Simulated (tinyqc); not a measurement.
Comparisons within one model: deformation potentials from a strained empirical pseudopotential. A value that a table varies takes the place of the one given here.

Diamond lattice, no spin-orbit coupling. Atomic form factor V(q) = a1 (q^2 - a2)/(a3 exp(a4 q^2) - 1) in rydberg with q in 1/bohr, for the unstrained cell. Under a strain e the reciprocal vectors and k go over into (1 + e)^(-1) G, the atoms sit at +/- tau with tau = (1 + e) a (1,1,1)/8 - zeta a (eyz, ezx, exy)/4, and H(G,G') = c |k + G|^2 delta + (V(q)/det(1 + e)) cos(q.tau), q = G - G', with the term q = 0 left out; c = hbar^2/2m0. The basis is fixed before straining: all G with |k + G|^2 up to 16 (2 pi/a)^2. k is given in units of 2 pi/a of the unstrained cell.

Constants: hbar^2/2m0 = 3.80998211 eV angstrom^2; Ry = 13.60569312 eV; a0 (Bohr radius) = 0.5291772105 angstrom.

Inputs chosen for the exercise (a germanium-sized cell with gaps well above those of Ge; the results hold for these values, not for the real material): a = 5.649 angstrom (lattice constant); A = (0.395, 2.407, 2.054, 0.451) (a1 (Ry bohr^2), a2 (1/bohr^2), a3, a4 (bohr^2)); h = 0.004 (size of the test strain); kD = 0.82 2 pi/a (position of the Delta minimum); a1 = 0.395; a2 = 2.407; a3 = 2.054; a4 = 0.451.

## The internal displacement

Xu of L (level 5, the lowest empty one) and d from exy = eyz = ezx = h for several zeta: Xu = [E(L [111]) - E(L [1-1-1])]/((8/3) h), d = (single valence level - pair)/(3 sqrt(3) h). zeta = 0 strains the bonds with the lattice; zeta = 1 keeps all four bond lengths equal to first order.

Results:
```
zeta  Xu (L) (eV)  d (eV)
0.00         9.27    1.68
0.25        10.37   -0.69
0.50        11.49   -3.06
0.60        11.94   -4.01
0.75        12.62   -5.43
1.00        13.76   -7.80
```

From zeta = 0 to 1, d goes from 1.68 to -7.80 eV and Xu (L) from 9.27 to 13.76 eV, both nearly linearly: the displacement is an optical-phonon mode, and d = d(0) - zeta d0/4 gives its deformation potential d0 = 38 eV. Leaving the relaxation out (zeta = 0 for 0.5) moves d by +4.74 eV, which reverses its sign, and Xu (L) by -2.22 eV. Tetragonal strain has no such freedom.

## Size of the test strain

e = diag(-h/2, -h/2, h). Xu = [E(Delta z) - E(Delta x)]/(1.5 h) at fixed kD, b = [E(Z) - E(X, Y)]/(4.5 h); one-sided from +h alone, central from +h and -h.

Results (eV):
```
h       Xu one-sided  Xu central  b one-sided  b central
0.0010         7.845       7.848       -2.977     -2.974
0.0025         7.840       7.848       -2.982     -2.974
0.0050         7.833       7.848       -2.990     -2.974
0.0100         7.817       7.849       -3.007     -2.974
0.0200         7.788       7.852       -3.041     -2.974
0.0300         7.761       7.857       -3.075     -2.975
```

From h = 0.001 to 0.03 the one-sided Xu drifts by -0.084 eV and the central one by +0.009 eV; for b the drifts are -0.098 and -0.001 eV. The central difference cancels the term of second order in the strain, so its error goes as h^2. At h = 0.02 the linear law errs by 0.8 % for the valley splitting and 2.3 % for the valence splitting.

## What each parameter of the potential does

Gaps from the valence top to level 5 at Gamma and level 5 at (kD,0,0) and L, and their deformation potentials [E(+h) - E(-h)]/(3 ln((1 + h)/(1 - h))) for e = +/- h 1, h = 0.002. The row for the lattice constant keeps V(q) without the volume factor, so it is not a strain. Each row changes one parameter from the base and keeps the others.

Results:
```
case                Gamma (eV)  Delta (eV)  L (eV)  potential Gamma (eV)  potential Delta (eV)  potential L (eV)
base                     1.777       1.232   1.189                 -8.96                  0.87             -2.93
a = 5.593 angstrom       1.968       0.993   1.133                 -8.77                  1.16             -2.74
a1 = 0.399               1.802       1.303   1.237                 -9.05                  0.84             -2.97
a2 = 2.431               1.640       1.294   1.172                 -9.01                  0.80             -2.97
a3 = 2.075               1.755       1.136   1.128                 -8.86                  0.89             -2.89
a4 = 0.456               1.715       1.157   1.127                 -8.82                  0.95             -2.83
```

The largest shifts from the base row, up to three for each result and ties (the steps differ in size, so this ranks the rows, not the parameters). Gamma (eV): a +0.191, a2 -0.138, a4 -0.062. Delta (eV): a -0.240, a3 -0.096, a4 -0.075. L (eV): a4 -0.062, a3 -0.061, a -0.056. potential Gamma (eV): a +0.19, a4 +0.15, a3 +0.10. potential Delta (eV): a +0.30, a4 +0.09, a2 -0.06. potential L (eV): a +0.19, a4 +0.09, a2 -0.04, a1 -0.04.

Run: tinyqc, `OMP_NUM_THREADS=1 python tinyqc.py 1850256 1850257 out.jsonl`; Intel(R) Xeon(R) Processor @ 2.30GHz, one thread, shared host; about 0.3 s of CPU time with all checks.
